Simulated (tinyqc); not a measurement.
# Worked calculation: long-channel MOSFET, surface-potential model

Program tinyqc, `OMP_NUM_THREADS=1 python tinyqc.py 2360084 2360085 out.jsonl`; Intel Xeon 2.30GHz, shared host, one thread, about 0.04 s. Printed values are rounded.

n-channel transistor on a uniformly doped p-type body, gradual-channel approximation, constant mobility, Boltzmann statistics, full ionisation. Potentials are counted from the neutral body; V is the electron quasi-Fermi potential, Vsb at the source and Vsb + Vds at the drain. Charges are magnitudes per area.

Inputs (values chosen for the exercise); material values close to those of silicon:
- T = 293 K (temperature)
- Eg = 1.12 eV (band gap)
- eps_r = 11.5 (relative permittivity of the semiconductor)
- Nc = 2.67e19 cm^-3 (conduction-band density of states at T)
- Nv = 2.59e19 cm^-3 (valence-band density of states at T)
- Na = 1.8e17 cm^-3 (acceptor density of the body)
- eox = 8.56 (relative permittivity of the gate insulator)
- tox = 35 nm (insulator thickness)
- Vfb = -0.61 V (flat-band voltage)
- mu = 350 cm^2/(V s) (channel mobility)
- W = 10 um (gate width)
- L = 1 um (gate length)
- Vsb = 1 V (source-body reverse bias)
- Vgs = 2.27 V (gate-source voltage)
- Vds = 2 V (drain-source voltage)

Constants: q = 1.602176634e-19 C, kB = 1.380649e-23 J/K, Vt = kB T/q, eps0 = 8.8541878128e-14 F/cm where lengths are in cm. Results are converted to the units shown.

## Body potential, insulator capacitance and body factor

ni = sqrt(Nc Nv) exp(-Eg/(2 Vt)), Eg in volts; phiF = Vt ln(Na/ni); Cox = eps0 eox/tox; gamma = sqrt(2 q eps0 eps_r Na)/Cox. VT = Vfb + 2 phiF + gamma sqrt(2 phiF + Vsb), m = 1 + gamma/(2 sqrt(2 phiF + Vsb)).

ni = 6.131475e9 cm^-3
phiF = 0.4341537 V
Cox = 0.2165481 uF/cm^2
gamma = 1.119116 V^0.5
VT = 1.787983 V
m = 1.409375

## Iteration 1: surface potential at the source by Newton steps

psi at the start (the smaller of 2 phiF + Vsb + 4 Vt and the root without inversion charge) = 1.969300 V

With V = Vsb: G = psi - Vt + Vt e, e = exp((psi - 2 phiF - Vsb)/Vt); f = Vgs + Vsb - Vfb - psi - gamma sqrt(G); f' = -1 - gamma (1 + e)/(2 sqrt(G)); psi(new) = psi - f/f'.

G = 3.322450 V
f = -0.1291795 V
f' = -18.06607
psi after iteration 1 = 1.962150 V

## Iteration 2: surface potential at the source by Newton steps

As before.

G = 2.975347 V
f = -0.01253519 V
f' = -14.66636
psi after iteration 2 = 1.961295 V

## Course of the iteration: surface potential at the source by Newton steps

Stop when psi changes by less than 1e-10 V, or after 40 iterations.

Course of the iteration:
```
iteration   psi (V)  |change| (V)
1          1.962150       7.15e-3
2          1.961295       8.55e-4
3          1.961284       1.09e-5
4          1.961284       1.76e-9
5          1.961284             0
```

Converged in 5 iterations. At the end the number of correct digits about doubles with each step.

## Charges and current of the charge-sheet model

psi_0 = 1.961284 V
psi_L = 2.221498 V

psi_0 and psi_L solve Vgs + Vsb - Vfb - psi = gamma sqrt(G) at V = Vsb and Vsb + Vds. Qi = Cox gamma [sqrt(G) - sqrt(psi - Vt)], G = psi - Vt + Vt exp((psi - 2 phiF - V)/Vt), at both ends. With U = Vgs + Vsb - Vfb: drift = mu (W/L) Cox [U (psi_L - psi_0) - (psi_L^2 - psi_0^2)/2 - (2/3) gamma ((psi_L - Vt)^1.5 - (psi_0 - Vt)^1.5)]; diffusion = mu (W/L) Vt (Qi0 - QiL).

Qi0 = 78.29532 nC/cm^2
QiL = 9.742538e-29 nC/cm^2
drift current = 35.54867 uA
diffusion current = 6.919016 uA
drain current = 42.46768 uA

Drift carries 83.7 % of the current. The drain end is pinched off: its charge is under 1 % of that at the source.

## Inversion charge along the channel

V, point 0 to 8 (V): [1, 1.25, 1.5, 1.75, 2, 2.25, 2.5, 2.75, 3]

The surface potential psi at channel potential V solves Vgs + Vsb - Vfb - psi = gamma sqrt(G), G = psi - Vt + Vt exp((psi - 2 phiF - V)/Vt). Charge sheet: Qi = Cox gamma [sqrt(G) - sqrt(psi - Vt)]. Pao-Sah: Qi = (Cox gamma/2) integral from 3 Vt to psi of exp((u - 2 phiF - V)/Vt)/sqrt(G(u, V)) du.

```
point   psi (V)  Qi, charge sheet (nC/cm^2)  Qi, Pao-Sah (nC/cm^2)
0      1.961284                    78.29532               78.78839
1      2.169509                    15.53437               15.62650
2      2.221477                 0.006154996            0.006191004
3      2.221498                 3.086258e-7            3.104314e-7
4      2.221498                1.546252e-11           1.555298e-11
5      2.221498                7.746905e-16           7.792226e-16
6      2.221498                3.881291e-20           3.903997e-20
7      2.221498                1.944573e-24           1.955949e-24
8      2.221498                9.742538e-29           9.799535e-29
```

At the source the charge-sheet charge is 0.63 % below the Pao-Sah one.

## Pao-Sah current by Simpson's rule

I = mu (W/L) integral of Qi dV; Simpson's rule on the 9 points, step Vds/8, weights 1, 4, 2, ..., 4, 1 times step/3.

Pao-Sah current = 41.21447 uA

Gauss-Legendre quadrature on many points gives 42.89 uA, so this value is 3.9 % below it; the charge-sheet current, 42.47 uA, is 0.98 % below it.
